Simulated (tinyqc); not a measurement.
Diffused layer (complementary error function), carriers, mobility and sheet resistance with incomplete ionisation: one step of the calculation.

An n-type layer from the surface x = 0 to the junction xj, N(x) = N0 erfc(x/Ld). Local neutrality (no depletion at surface or junction, no spilling of carriers), intrinsic carriers neglected, Boltzmann statistics.

Task. Junction depth and local values. erfc(xj/Ld) = Nb/N0; 10 equal steps from 0 to xj. Active dopant A = min(N, Ns); n solves n (n + Nb)/(A - Nb - n) = K, K = (NB/gd) exp(-E/Vt), E = max(Ei - ks A^(1/3), 0), so n = 2 K (A - Nb)/[Nb + K + sqrt((Nb + K)^2 + 4 K (A - Nb))]; mobility mu = m1 + (m2 (T/300 K)^(-bt) - m1)/(1 + ((A + Nb)/Nr)^am).

Parameters, values chosen for the exercise; values close to those of nitrogen in 4H silicon carbide over a p-type background: temperature T = 400 K; background doping of the opposite type Nb = 1.1e14 cm^-3; peak chemical concentration N0 = 3.4e17 cm^-3; mobility limit at high doping m1 = 39.8 cm^2/(V s); mobility limit at low doping, at 300 K m2 = 988 cm^2/(V s); reference doping of the mobility law Nr = 1.92e17 cm^-3; exponent of the mobility law am = 0.593; temperature exponent of m2 bt = 2.2; solubility limit of active dopant Ns = 5.09e19 cm^-3; conduction-band density of states at T NB = 2.57e19 cm^-3; ionisation energy in the dilute limit Ei = 0.0602 eV; degeneracy factor of the level gd = 2; lowering of Ei per N^(1/3) ks = 1.4e-8 eV cm; diffusion length 2 sqrt(D t) Ld = 150 nm.

Constants: q = 1.602176634e-19 C, kB = 1.380649e-23 J/K, Vt = kB T/q. Results are converted to the units shown.

Give: xj; x; N; A; n; mu.

Result.

xj = 381.4 nm

```
point,x (nm),N (cm^-3),A (cm^-3),n (1e17 cm^-3),mu (cm^2/(V s))
0,0.0,3.400e17,3.400e17,3.080,241.5
1,38.1,2.445e17,2.445e17,2.266,264.9
2,76.3,1.605e17,1.605e17,1.521,295.1
3,114.4,9.544e16,9.544e16,0.922,331.7
4,152.6,5.112e16,5.112e16,0.500,372.6
5,190.7,2.455e16,2.455e16,0.242,413.9
6,228.8,1.053e16,1.053e16,0.104,450.8
7,267.0,4.024e15,4.024e15,0.039,479.5
8,305.1,1.367e15,1.367e15,0.013,499.1
9,343.2,4.120e14,4.120e14,0.003,510.5
10,381.4,1.100e14,1.100e14,0.000,516.1
```

At the point of highest doping 90.6 % of the net active dopant gives free carriers. The mobility runs from 242 to 516 cm^2/(V s).

Program tinyqc, `OMP_NUM_THREADS=1 python tinyqc.py 2110133 2110134 out.jsonl`; Intel Xeon 2.30GHz, shared host, one thread, about 0.02 s.
